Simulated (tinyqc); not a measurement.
Admittance spectroscopy of a deep trap: two steps of the calculation.

Schottky contact on an n-type layer with shallow donors Nd (all ionised) and a donor-like deep trap, neutral when filled and positive when empty; depletion approximation. Traps within lam of the depletion edge stay filled. The traps at xt = W - lam, where the level crosses the Fermi level, follow a slow signal and not a fast one. w = 2 pi f.

Values chosen for this exercise; material values close to those of germanium: relative permittivity eps_r = 16.2; conduction-band density of states at 300 K Nc = 1.03e19 cm^-3; thermal velocity at 300 K vth = 3.4e7 cm/s; shallow donor density Nd = 9.4e15 cm^-3; built-in voltage Vbi = 0.46 V; depth of the trap below the conduction edge Et = 0.24 eV; capture cross-section sn = 4.4e-17 cm^2; trap density Nt = 1e15 cm^-3; reverse bias Vr = 0 V; signal frequency f = 2.6e5 Hz; temperature T = 292 K.

Constants: q = 1.602176634e-19 C, kB = 1.380649e-23 J/K, eps0 = 8.8541878128e-14 F/cm where lengths are in cm. Results are converted to the units shown.

Question 1. Widths and limiting capacitances. lam = sqrt(2 eps0 eps_r (EF - ET)/(q Nd)), EF - ET = Et - (kB T/q) ln(Nc(T)/Nd), Nc(T) = Nc (T/300 K)^1.5. In the steady state at the band bending V, 2 eps0 eps_r V/q = Nd W^2 + Nt (W - lam)^2 (the second term only if W > lam). V = Vbi + Vr. C_HF = eps0 eps_r/W, C_LF = eps0 eps_r (Nd + Nt)/(Nd W + Nt xt).

Find: lam; W; xt; C_HF; C_LF.

Answer 1.

lam = 111.19 nm
W = 290.20 nm
xt = 179.01 nm
C_HF = 49.428 nF/cm^2
C_LF = 51.319 nF/cm^2

The step is 3.83 % of C_HF.

Question 2. Admittance at the signal frequency. Emission rate en = sn vth(T) Nc(T) exp(-Et/kB T) = sn g T^2 exp(-Et/kB T), g = vth Nc/(300 K)^2, as vth goes as T^0.5 and Nc as T^1.5 (degeneracy factor 1). Inflection frequency w0 = 2 en [1 + Nt xt/(Nd W)]; C = C_HF + (C_LF - C_HF)/(1 + (w/w0)^2), G/w = (C_LF - C_HF)(w/w0)/(1 + (w/w0)^2).

W = 290.19501 nm
xt = 179.00707 nm
C_HF = 49.428086 nF/cm^2
C_LF = 51.318733 nF/cm^2

Find: en; w0/(2 pi); C; G/w.

Answer 2.

en = 1.0520e6 1/s
w0/(2 pi) = 3.5683e5 Hz
C = 50.663 nF/cm^2
G/w = 0.89985 nF/cm^2

The signal lies near the inflection, where the loss is largest.

Program tinyqc, `OMP_NUM_THREADS=1 python tinyqc.py 2050078 2050079 out.jsonl`; Intel Xeon 2.30GHz, shared host, one thread, about 0.01 s.
